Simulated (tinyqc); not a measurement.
Temperature and isotope dependence of a band gap in oscillator models: sweeps and comparisons. A value that a table varies takes the place of the one given here.

E(T) = E0 - sum_i sl_i th_i n_i(T), n = 1/(exp(th/T) - 1). The same coupling lowers the gap at 0 K by the zero-point term ZP = sum_i sl_i th_i/2, so the gap of the static lattice is E0 + ZP. Thermal expansion is taken as part of the slopes.

Two-parameter forms are made to pass through the falls at the two temperatures T12: Varshni aV T^2/(T + bV), from the line T^2/fall = (T + bV)/aV; one oscillator s1 t1/(exp(t1/T) - 1), with t1 from the ratio of the falls.

Constants: kB = 8.617333262e-05 eV/K; hbar^2/2m0 = 3.80998211 eV angstrom^2.

Values chosen for the exercise (near those of AlN; the results hold for these values, not for the real material): E0 = 6.136 eV (gap at 0 K); th = (325, 930) K (temperatures of two oscillators); sl = (0.3356, 0.5034) meV/K (their high-temperature slopes); T12 = (560, 1430) K (temperatures of the fits); mm = 1 m0 (geometric mean of the density-of-states masses); T = 300 K (temperature).

## How far the fits carry

Falls of the gap from E0, and errors of the two fits against the model.

Results:
```
T (K)  fall (meV)  Varshni - model (meV)  one oscillator - model (meV)  fall/ZP
20           0.00                   0.58                          0.00    0.000
50           0.16                   3.29                         -0.16    0.001
100          4.44                   8.42                         -3.54    0.015
200         31.26                  14.05                         -8.56    0.108
300         77.89                  13.19                         -6.38    0.270
400        137.75                   8.57                         -3.33    0.477
600        277.86                  -1.86                          0.54    0.963
800        430.63                  -8.22                          1.97    1.492
```

How do the results move?

Below the first fit point the largest errors are +14.05 meV (Varshni, 200 K, on a fall of 31.26 meV) and -8.56 meV (one oscillator, 200 K); a T^2 law cannot freeze out; a single oscillator misses the soft modes. No row lies well beyond the second fit point, so the table does not test extrapolation to high T. The thermal fall equals ZP between 600 and 800 K.

## What the shift does to the intrinsic density

ni = 2 (mm kT/(4 pi c))^(3/2) exp(-E/2kT), c = hbar^2/2m0, with E(T) and with E0; 1 angstrom^-3 = 1e24 cm^-3. Apparent gap from an Arrhenius plot of ni/T^(3/2): E(T) - T dE/dT, dE/dT = -sum sl_i (th_i/T)^2 n_i (1 + n_i).

Results:
```
T (K)  E(T) (eV)  ni (cm^-3)  ni with E(T) / ni with E0  apparent gap (eV)
200       6.1047    1.66e-58                      2.477             6.1801
250       6.0835    9.16e-43                      3.381             6.2009
300       6.0581    3.26e-32                      4.511             6.2212
350       6.0294    1.23e-24                      5.851             6.2397
400       5.9983    6.30e-19                      7.375             6.2561
500       5.9306    6.98e-11                     10.850             6.2827
700       5.7827       0.136                     18.693             6.3183
```

How do the results move?

Using E0 in place of E(T) understates ni by a factor that rises from 2.48 to 18.69, towards exp(sum sl/2kB) = 130.1. The slope of an Arrhenius plot returns neither E(T) nor E0 but the intercept of the tangent, 6.2212 eV at 300 K, which lies 85 meV above E0 and tends to the static gap 6.4246 eV.

## What each parameter does

Gap at T, slope -sum sl_i (th_i/T)^2 n_i (1 + n_i) and ZP. Each row changes one parameter from the base and keeps the others.

Results:
```
case                         E(T) (eV)  dE/dT (meV/K)  ZP (meV)
base                            6.0581        -0.5436    288.62
T = 340 K                       6.0354        -0.5906    288.62
E0 = 6.146 eV                   6.0681        -0.5436    288.62
th = (325, 1116) K              6.0662        -0.4819    335.43
sl = (0.4363, 0.5034) meV/K     6.0414        -0.6350    304.98
```

What does this show?

The largest shifts from the base row, up to three for each result and ties (the steps differ in size, so this ranks the rows, not the parameters). E(T) (eV): T -0.0227, sl -0.0167, E0 +0.0100. dE/dT (meV/K): sl -0.0914, th +0.0617, T -0.0470; unchanged at the printed digits by E0. ZP (meV): th +46.82, sl +16.36; unchanged at the printed digits by T and E0.

Run: tinyqc, `OMP_NUM_THREADS=1 python tinyqc.py 1851152 1851153 out.jsonl`; Intel(R) Xeon(R) Processor @ 2.30GHz, one thread, shared host; about 0.01 s of CPU time with all checks.
